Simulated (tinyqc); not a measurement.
Landau levels of bilayer graphene: one step. Fields of the Hall plateaus. Two cases, with inputs chosen for the exercise.

Task: A plateau is centred where nu = n/n_B equals 4, 8, 12, 16, 20, 24; there rho_xy = h/(nu e^2).

In a field B along z: l = 1/sqrt((e/hbar) B) is the magnetic length, n_B = B/(h/e) the number of states per area in one level, hbar wc = 2 muB B/m for mass m in m0; 1/angstrom^2 = 1e16/cm^2.

Constants: h/e = 413566.7697 T angstrom^2; e^2/h = 3.874045865e-05 S.

Case 1.

Values chosen (out of a larger set: near those of bilayer graphene; not measured data): n = 2.2 x 1e11/cm^2 (electron sheet density).

Case 2.

Values chosen (out of a larger set: near those of bilayer graphene; not measured data): n = 8 x 1e11/cm^2 (electron sheet density).

Give: Plateaus.

Result:

Case 1.

Plateaus:
```
nu  B (T)  1/B (1/T)  rho_xy (kohm)
4   2.275     0.4396         6.4532
8   1.137     0.8793         3.2266
12  0.758     1.3189         2.1511
16  0.569     1.7585         1.6133
20  0.455     2.1982         1.2906
24  0.379     2.6378         1.0755
```

Case 2.

Plateaus:
```
nu  B (T)  1/B (1/T)  rho_xy (kohm)
4   8.271     0.1209         6.4532
8   4.136     0.2418         3.2266
12  2.757     0.3627         2.1511
16  2.068     0.4836         1.6133
20  1.654     0.6045         1.2906
24  1.379     0.7254         1.0755
```

Computed by tinyqc, one run a case: `OMP_NUM_THREADS=1 python tinyqc.py N N+1 out.jsonl` with N = 1280056, 1280524; one thread of a shared Intel(R) Xeon(R) Processor @ 2.30GHz, about 0.01 s a run at most.
